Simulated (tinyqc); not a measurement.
# Polarisation charge from two barrier thicknesses

Inverse problem. Voff = phiB - dEc - q sigma d/(eps0 eb). Find sigma, phiB - dEc and the thickness at which Voff = 0.

Constants: q = 1.602176634e-19 C, eps0 = 8.8541878128e-14 F/cm where lengths are in cm. Results are converted to the units shown.

Voff at d = 15 and 33 nm (V): [-1.7727093, -4.8474804]
eb = 9.6616000

Solution. Voff is a straight line in d: its slope is -q sigma/(eps0 eb) and its intercept phiB - dEc.

sigma = 9.121e12 cm^-2
phiB - dEc = 0.7896 V
thickness for Voff = 0 = 4.622 nm

Program tinyqc, `OMP_NUM_THREADS=1 python tinyqc.py 2180066 2180067 out.jsonl`; Intel Xeon 2.30GHz, shared host, one thread, about 0.01 s.
